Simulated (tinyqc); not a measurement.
Closable height against the size of the gap: wafer bonding and layer transfer: bond energy, gap closing, particles, bonding of dissimilar wafers and hydrogen blisters. Computed by tinyqc, a small Python program. Command: `OMP_NUM_THREADS=1 python tinyqc.py 3019039 3019040 out.jsonl bond walk`. One thread of a shared host (Intel(R) Xeon(R) Processor @ 2.30GHz), about 0.01 s of CPU time with the checks.

gamma is the energy per area of each of the two surfaces; plates are isotropic.

Inputs (values chosen for the exercise, with wafer 1 close to silicon):
```
quantity             value        unit
Young's modulus E1     161         GPa
Young's modulus E2     388         GPa
Poisson ratio nu      0.22           -
thickness t1           625  micrometre
thickness t2           500  micrometre
blade thickness t_b    150  micrometre
crack length L        17.8          mm
```

Pair: two different wafers.

Method. Two cantilevers opened by t_b: gamma = 3 t_b^2 E1 t1^3 E2 t2^3/(16 L^4 (E1 t1^3 + E2 t2^3)). E' = E1/(1 - nu^2), equal wafers of thickness t1 assumed. A gap of radius R closes if h_g < h_c: h_c = R^2/sqrt((2/3) E' t1^3/gamma) for R > 2 t1 (plate bending), h_c = 3.6 sqrt(R gamma/E') for R < 2 t1 (local deformation).

bond energy gamma = 0.912397 J/m^2

Gap closing:
```
R (mm)    regime    h_c (nm)  slope h_c/R
1.00e-04   local  2.6437e+00     0.026437
1.00e-03   local  8.3600e+00     0.008360
1.00e-02   local  2.6437e+01     0.002644
1.00e-01   local  8.3600e+01     0.000836
5.00e-01   local  1.8694e+02     0.000374
2.00e+00   plate  7.2810e+02     0.000364
5.00e+00   plate  4.5506e+03     0.000910
2.00e+01   plate  7.2810e+04     0.003641
5.00e+01   plate  4.5506e+05     0.009101
```

What follows from these numbers?

Roughness of 100 nm scale may be 2.6 nm in half height, waviness of radius 5 cm as much as 460 micrometre: h_c goes as R^(1/2) when the wafer deforms locally and as R^2 when it bends. The allowed slope is least near R = 2 t1, so defects about 4 t1 wide are the hardest to close; bow matters little.

Extremes, crossings and ranges named in words are read from the listed rows.
